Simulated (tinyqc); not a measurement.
Threshold of a short bulk MOSFET: charge sharing, barrier lowering, narrow width: effect of the body-source voltage.

n-channel device on a p-type body, depletion approximation, full ionisation. Uniform doping N = Na. Vbi from Boltzmann statistics is rough for the degenerate source. Cox = eps0 eox/tox.

ni = sqrt(Nc Nv) exp(-Eg/(2 Vt)), Eg in volts; 2 pB = 2 Vt ln(N/ni); flat band Vfb - Vt ln(N/Na); Wd = sqrt(2 eps0 eps_r (2 pB - Vbs)/(q N)); body term q N Wd/Cox; long-channel VT0 = flat band + 2 pB + body term; Vbi = Vt ln(N Nsd/ni^2); scale length l = sqrt((eps_r/eox) tox Wd). Charge sharing (trapezoid; it ignores Vds): F = (xj/L)(sqrt(1 + 2 Wd/xj) - 1), lowering = body term times F. Barrier lowering: th = exp(-L/(2 l)) + 2 exp(-L/l), lowering = th [2 (Vbi - 2 pB) + Vds], DIBL = th. Narrow width: rise = body term times xw Wd/W. VT by each model = VT0 - lowering + rise. DIBL under 0.001 mV/V is printed as 0.

Values chosen for this exercise; band and dielectric values close to those of silicon:

| symbol | value | unit | meaning |
|---|---|---|---|
| T | 300 | K | temperature |
| Eg | 1.12 | eV | band gap |
| eps_r | 11.9 |  | relative permittivity |
| Nc | 2.79e19 | cm^-3 | conduction-band density of states at T |
| Nv | 2.61e19 | cm^-3 | valence-band density of states at T |
| eox | 3.9 |  | relative permittivity of the gate insulator (close to silicon dioxide) |
| tox | 5.6 | nm | insulator thickness |
| Na | 5.8e17 | cm^-3 | channel doping |
| Nsd | 1e20 | cm^-3 | source and drain doping |
| Vfb | -0.85 | V | flat-band voltage for the doping Na |
| xj | 85 | nm | junction depth |
| Vds | 0.5 | V | drain-source voltage |
| W | 1800 | nm | gate width |
| xw | 0 |  | shape factor of the fringing depletion at the width edges |
| L | 240 | nm | channel length |

Constants: q = 1.602176634e-19 C, kB = 1.380649e-23 J/K, Vt = kB T/q, eps0 = 8.8541878128e-14 F/cm where lengths are in cm. Results are converted to the units shown.

The same in every row: N (cm^-3) = 5.8000e17.

Effect of the body-source voltage:
```
Vbs (V)  VT0 (V)     L/l        F  DIBL (mV/V)  VT, charge sharing (V)  VT, barrier lowering (V)
0        0.76034  8.5874  0.15608       14.027                 0.65282                   0.74959
-0.3     0.86459  8.0031  0.17571       18.956                 0.72523                   0.85006
-0.6     0.95665  7.5756  0.19245       23.672                 0.78629                   0.93851
-0.9      1.0400  7.2423  0.20719       28.184                 0.83933                    1.0184
-1.2      1.1167  6.9714  0.22041       32.509                 0.88633                    1.0918
-1.5      1.1882  6.7447  0.23247       36.664                 0.92858                    1.1601
-1.8      1.2553  6.5506  0.24357       40.665                 0.96698                    1.2242
-2.1      1.3189  6.3815  0.25389       44.525                  1.0022                    1.2848
```

As Vbs goes from 0 to -2.1, VT0 rises from 0.760 to 1.32 V, DIBL rises from 14.0 to 44.5 mV/V, F rises from 0.156 to 0.254 and VT by barrier lowering rises from 0.750 to 1.28 V. The apparent body effect -dVT/dVbs between the first two rows is 0.335 by barrier lowering and 0.241 by charge sharing, against 0.348 for a long device.

tinyqc, about 0.01 s, one thread, Intel Xeon 2.30GHz (shared host): `OMP_NUM_THREADS=1 python tinyqc.py 2002097 2002098 out.jsonl`
